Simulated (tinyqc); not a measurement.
## Thermal resistances of a two-die stack

Inverse problem. Heat leaves through the lower die only, and the system is linear. Find the resistance R1 from the lower die to the coolant, R2 between the dies, and the rise of the upper die when both are powered.

Inputs (values chosen for the exercise): power of the lower die P1 = 43 W; power of the upper die P2 = 9.5 W.

rises of the lower and upper die with only the lower one powered (K): [27.09, 27.09]
rises of the lower and upper die with only the upper one powered (K): [5.985, 8.93]

Answer. With only the lower die powered no heat crosses R2, so both dies rise by P1 R1; the difference in the second test is P2 R2; rises add.

R1 = 0.630 K/W
R2 = 0.310 K/W
rise of the upper die = 36.0 K

tinyqc, about 0.03 s, one thread, Intel Xeon 2.30GHz (shared host): `OMP_NUM_THREADS=1 python tinyqc.py 2162165 2162166 out.jsonl`
